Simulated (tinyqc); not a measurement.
Inputs raised by 5 %, one at a time: deep trap from a strong local potential in a two-band host (Koster-Slater model with semi-elliptic bands). Computed by tinyqc, a small Python program. Command: `OMP_NUM_THREADS=1 python tinyqc.py 3023353 3023354 out.jsonl deeptrap sens`. One thread of a shared host (Intel(R) Xeon(R) Processor @ 2.30GHz), about 0.03 s of CPU time with the checks.

The valence band spans -2 W_v to 0 and the conduction band E_g to E_g + 2 W_c. The orbital at the impurity site has weight f_v in the valence band and 1 - f_v in the conduction band, each spread as a semi-ellipse (2/(pi W^2)) sqrt(W^2 - x^2) about the band centre. The impurity adds U to this orbital. Spin is left out.

Inputs (values chosen for the exercise, for a model semiconductor):

| quantity | value | unit |
|---|---|---|
| gap E_g | 2.86 | eV |
| half-width of the valence band W_v | 3 | eV |
| half-width of the conduction band W_c | 5.2 | eV |
| valence weight f_v of the site orbital | 0.42 | - |
| impurity potential U | -38.5 | eV |

Impurity: attractive, donor-like.

Method:
- In the gap G(E) = f_v (2/W_v^2)[x - sqrt(x^2 - W_v^2)] - (1 - f_v)(2/W_c^2)[y - sqrt(y^2 - W_c^2)], x = E + W_v, y = E_g + W_c - E.
- G falls across the gap from G(0) to G(E_g). A repulsive U binds if U > 1/G(0), an attractive one if U < 1/G(E_g); the vacancy level (U infinite) solves G(E) = 0 (bisection).
- The trap level solves G(E) = 1/U (bisection). With D = -dG/dE = D_v + D_c, D_v = f_v (2/W_v^2)[x/sqrt(x^2 - W_v^2) - 1] and D_c = (1 - f_v)(2/W_c^2)[y/sqrt(y^2 - W_c^2) - 1], the weight on the impurity orbital is 1/(U^2 D) and the conduction-band character is D_c/D.

Runs:

| input moved | from | to | trap level E_t (eV) | weight on the impurity orbital | depth below the conduction band (eV) | vacancy level (eV) |
|---|---|---|---|---|---|---|
| base run | - | - | 1.8857 | 0.010955 | 0.9743 | 1.4511 |
| gap E_g (eV) | 2.86 | 3.003 | 1.9708 | 0.011502 | 1.0322 | 1.5149 |
| half-width of the valence band W_v (eV) | 3 | 3.15 | 1.8460 | 0.011269 | 1.0140 | 1.4006 |
| half-width of the conduction band W_c (eV) | 5.2 | 5.46 | 1.9549 | 0.011109 | 0.9051 | 1.5103 |
| valence weight f_v of the site orbital | 0.42 | 0.441 | 2.0325 | 0.010464 | 0.8275 | 1.6075 |
| impurity potential U (eV) | -38.5 | -40.425 | 1.8656 | 0.009989 | 0.9944 | 1.4511 |

Exponents ln(y'/y) / ln(x'/x):

| input | trap level E_t | weight on the impurity orbital | depth below the conduction band | vacancy level |
|---|---|---|---|---|
| gap E_g | 0.905 | 1.000 | 1.182 | 0.881 |
| half-width of the valence band W_v | -0.436 | 0.579 | 0.818 | -0.726 |
| half-width of the conduction band W_c | 0.739 | 0.286 | -1.510 | 0.818 |
| valence weight f_v of the site orbital | 1.536 | -0.939 | -3.346 | 2.097 |
| impurity potential U | -0.220 | -1.892 | 0.419 | 0.000 |

To which inputs is each result most sensitive?

Among the inputs moved here: trap level E_t answers most in size to valence weight f_v of the site orbital (exponent +1.536), next to gap E_g (+0.905). Weight on the impurity orbital answers most in size to impurity potential U (exponent -1.892), next to gap E_g (+1.000). Depth below the conduction band answers most in size to valence weight f_v of the site orbital (exponent -3.346), next to half-width of the conduction band W_c (-1.510). Vacancy level answers most in size to valence weight f_v of the site orbital (exponent +2.097), next to gap E_g (+0.881); its exponent is below 0.0005 for impurity potential U.
